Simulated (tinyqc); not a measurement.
# Well width and field from level and shift

Problem. An infinitely deep well has E_1(0) = C (pi/L)^2/m1, C = hbar^2/(2 m0), and in a field F (potential zero at the centre of the well) the second-order term of the shift is -m1 F^2 L^4 (15 - pi^2)/(48 C pi^4); higher orders are set aside. Find L and F.

Values chosen for this exercise:
- m1 = 0.33 m0 (mass)

Constants: q = 1.602176634e-19 C, hbar = 1.054571817e-34 J s, m0 = 9.1093837015e-31 kg, hbar^2/(2 m0) = 0.0380998212 eV nm^2. Results are converted to the units shown.

E_1(0) = 0.012895941 eV
second-order shift of level 1 = -0.90896808 meV

Answer. The level gives L, and the shift then gives F^2.

L = 9.40 nm
F = 0.00350 V/nm

tinyqc, about 0.03 s, one thread, Intel Xeon 2.30GHz (shared host): `OMP_NUM_THREADS=1 python tinyqc.py 2580127 2580128 out.jsonl`
